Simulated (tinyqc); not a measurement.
Dispersion: Heisenberg magnet: exchange from energy differences, ordering vector, linear spin waves and ordering temperature. Computed by tinyqc, a small Python program. Command: `OMP_NUM_THREADS=1 python tinyqc.py 3009340 3009341 out.jsonl magnon walk`. One thread of a shared host (Intel(R) Xeon(R) Processor @ 2.30GHz), about 0.1 s of CPU time with the checks.

H = -sum over pairs <ij> J_ij S_i.S_j - K sum_i (S_i^z)^2, each pair once, J > 0 ferromagnetic. First neighbours: 6 at a (1, 0, 0), second: 12 at a (1, 1, 0), with all permutations and signs.

Inputs (values chosen for the exercise, for a model magnet):
```
quantity,value,unit
exchange J1,1.22,meV
exchange J2,0.092,meV
spin S,2,-
single-ion anisotropy K,0.096,meV
lattice constant a,3.58,angstrom
```

Lattice: simple cubic. Order: ferromagnetic.

Method:
- g_s(q) = sum over shell s of cos(q.R), z1 = g1(0). E(q) = S [J(0) - J(q)] + (2S - 1) K, J(q) = J1 g1 + J2 g2. The factor 2S - 1 removes the anisotropy for S = 1/2.
- sum R_x^2 over the shells is s1 = 2 a^2 and s2 = 8 a^2. E = gap + D q^2 with D = (S/2)(J1 s1 + J2 s2) and gap = (2S - 1) K.
- J(q) = J1 g1(q) + J2 g2(q), g_s(q) = sum over shell s of cos(q.R).

gap = 0.288 meV

stiffness D = 40.7049 meV angstrom^2

Energies (meV); X = (0.5, 0, 0), M = (0.5, 0.5, 0) in 2 pi/a:
```
line,fraction of the way,E(q),gap + D q^2
G-X,0.10,0.599,0.601
G-X,0.25,2.148,2.247
G-X,0.50,6.640,8.124
G-X,0.75,11.132,17.920
G-X,1.00,12.992,31.634
G-M,0.10,0.908,0.915
G-M,0.25,3.946,4.206
G-M,0.50,12.256,15.961
G-M,0.75,19.830,35.552
G-M,1.00,22.752,62.980
```

At the end of the G-X rows the long-wave form is 2.43 times the true energy. At the end of the G-M rows the long-wave form is 2.77 times the true energy. It holds to 5 % in 3 of the ten rows; nearer the zone boundary the cosine flattens the band.
